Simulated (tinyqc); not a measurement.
Inside a calculation (part 2 of 2). Method: RHF in the sto-3g basis, for BeH2, spin multiplicity 1. Computed by tinyqc, a small Python program that keeps every step (integrals from PySCF). Command: `OMP_NUM_THREADS=1 python tinyqc.py 20988 20989 out.jsonl` (the two numbers bound the seeds that draw the settings). One thread of a shared host (Intel(R) Xeon(R) Processor @ 2.60GHz), about 0.07 s of CPU time with the checks.

Geometry (angstrom):
```
atom,x,y,z
Be,0.000000,0.000000,0.000000
H,0.000000,1.734000,0.058000
H,0.000000,-1.820000,0.061000
```

## Iteration 7 (converged): orbitals

converged F (hartree):
```
,1Be 1s,1Be 2s,1Be 2px,1Be 2py,1Be 2pz,2H 1s,3H 1s
1Be 1s,-4.542994,-1.292137,0.000000,0.000127,0.000731,-0.150513,-0.124436
1Be 2s,-1.292137,-0.570195,0.000000,-0.008573,-0.004004,-0.291582,-0.269436
1Be 2px,0.000000,0.000000,0.211584,0.000000,0.000000,0.000000,0.000000
1Be 2py,0.000127,-0.008573,0.000000,-0.078634,-0.000433,-0.275951,0.262557
1Be 2pz,0.000731,-0.004004,0.000000,-0.000433,0.211408,-0.007030,-0.006562
2H 1s,-0.150513,-0.291582,0.000000,-0.275951,-0.007030,-0.192487,0.000645
3H 1s,-0.124436,-0.269436,0.000000,0.262557,-0.006562,0.000645,-0.174461
```

X:
```
,1,2,3,4,5,6,7
1Be 1s,-0.100299,-0.465138,0.836780,0.000000,-0.224968,0.284477,0.146079
1Be 2s,0.259915,0.962217,-0.037558,0.000000,-0.022262,0.494818,0.268626
1Be 2px,0.000000,0.000000,0.000000,1.000000,0.000000,0.000000,0.000000
1Be 2py,1.020038,-0.234978,-0.005566,0.000000,0.001046,-0.279432,0.498288
1Be 2pz,0.008796,0.030498,0.268232,0.000000,0.962886,0.015084,0.008422
2H 1s,-0.886621,-0.401911,-0.348016,0.000000,0.094102,0.108297,0.518971
3H 1s,0.563095,-0.734639,-0.375691,0.000000,0.101437,0.498742,-0.183601
```

Diagonalise F' = X^T F X, C = X C', fill 3 alpha and 3 beta electrons from the bottom; D = 2 C_occ C_occ^T. Each column has its largest component positive (the first on a tie).

F' = X^T F X (hartree):
```
,1,2,3,4,5,6,7
1,0.533072,-0.094648,0.167188,0.000000,-0.044761,0.041875,0.093331
2,-0.094648,0.024575,0.919030,0.000000,-0.248745,0.418664,0.201798
3,0.167188,0.919030,-2.979410,0.000000,0.893310,-1.483718,-0.784001
4,0.000000,0.000000,0.000000,0.211584,0.000000,0.000000,0.000000
5,-0.044761,-0.248745,0.893310,0.000000,-0.038840,0.422367,0.223320
6,0.041875,0.418664,-1.483718,0.000000,0.422367,-1.185834,-0.460297
7,0.093331,0.201798,-0.784001,0.000000,0.223320,-0.460297,-0.580819
```

orbital energies (hartree): MO1 -4.546270, MO2 -0.386304, MO3 -0.335853, MO4 0.210364, MO5 0.211584, MO6 0.275912, MO7 0.554897

coefficients C:
```
,MO1,MO2,MO3,MO4,MO5,MO6,MO7
1Be 1s,0.992037,-0.207325,-0.031556,0.034549,0.000000,-0.223455,-0.015747
1Be 2s,0.030019,0.638815,0.105476,-0.139405,0.000000,0.930537,0.082971
1Be 2px,0.000000,0.000000,0.000000,0.000000,1.000000,0.000000,0.000000
1Be 2py,0.000189,0.074365,-0.487217,0.004716,0.000000,-0.054436,1.084528
1Be 2pz,-0.000047,0.006981,0.000887,0.988341,0.000000,0.153352,0.004519
2H 1s,-0.003778,0.456413,-0.385883,0.081799,0.000000,-0.632496,-0.771157
3H 1s,-0.003587,0.320148,0.514867,0.088216,0.000000,-0.700348,0.651761
```

D after iteration 7:
```
,1Be 1s,1Be 2s,1Be 2px,1Be 2py,1Be 2pz,2H 1s,3H 1s
1Be 1s,2.056234,-0.211982,0.000000,0.000289,-0.003044,-0.172393,-0.172360
1Be 2s,-0.211982,0.840222,0.000000,-0.007756,0.009104,0.501497,0.517427
1Be 2px,0.000000,0.000000,0.000000,0.000000,0.000000,0.000000,0.000000
1Be 2py,0.000289,-0.007756,0.000000,0.485821,0.000174,0.443899,-0.454089
1Be 2pz,-0.003044,0.009104,0.000000,0.000174,0.000099,0.005689,0.005384
2H 1s,-0.172393,0.501497,0.000000,0.443899,0.005689,0.714465,-0.105091
3H 1s,-0.172360,0.517427,0.000000,-0.454089,0.005384,-0.105091,0.735190
```

## Convergence

Stop when the energy changes by less than 1e-08 hartree and every element of the error matrix X^T (F D S - S D F) X is below 3e-05.

Course of the cycle:
```
iteration,E (hartree),change,largest element of the error matrix
1,-14.56953720,-,6.27e-01
2,-15.43678166,-8.67e-01,7.10e-02
3,-15.44156948,-4.79e-03,6.83e-03
4,-15.44162664,-5.72e-05,9.99e-04
5,-15.44162878,-2.14e-06,1.30e-04
6,-15.44162880,-1.75e-08,1.13e-05
7,-15.44162880,-4.02e-10,4.14e-06
```

PySCF RHF in the same basis = -15.44162880 hartree

Converged in 7 iterations.

## Populations, bond orders and dipole

overlap S:
```
,1Be 1s,1Be 2s,1Be 2px,1Be 2py,1Be 2pz,2H 1s,3H 1s
1Be 1s,1.000000,0.259517,0.000000,0.000000,0.000000,0.029187,0.024102
1Be 2s,0.259517,1.000000,0.000000,0.000000,0.000000,0.312741,0.284863
1Be 2px,0.000000,0.000000,1.000000,0.000000,0.000000,0.000000,0.000000
1Be 2py,0.000000,0.000000,0.000000,1.000000,0.000000,0.398051,-0.369242
1Be 2pz,0.000000,0.000000,0.000000,0.000000,1.000000,0.013314,0.012376
2H 1s,0.029187,0.312741,0.000000,0.398051,0.013314,1.000000,0.005293
3H 1s,0.024102,0.284863,0.000000,-0.369242,0.012376,0.005293,1.000000
```

Mulliken: Z minus the diagonal of D S on the atom; Loewdin: the same with S^(1/2) D S^(1/2); Mayer order: 2 sum_s sum (D(s) S)_ij (D(s) S)_ji over the two atoms.

Charges (e):
```
atom,Mulliken,Loewdin
1Be,0.088097,0.078328
2H,-0.042486,-0.037428
3H,-0.045611,-0.040900
```

Mayer bond orders:
```
pair,order
2-1,0.982379
3-1,0.982103
3-2,0.015816
```

dipole moment about the origin, x y z (debye): 0.000000  0.040983  -0.149169
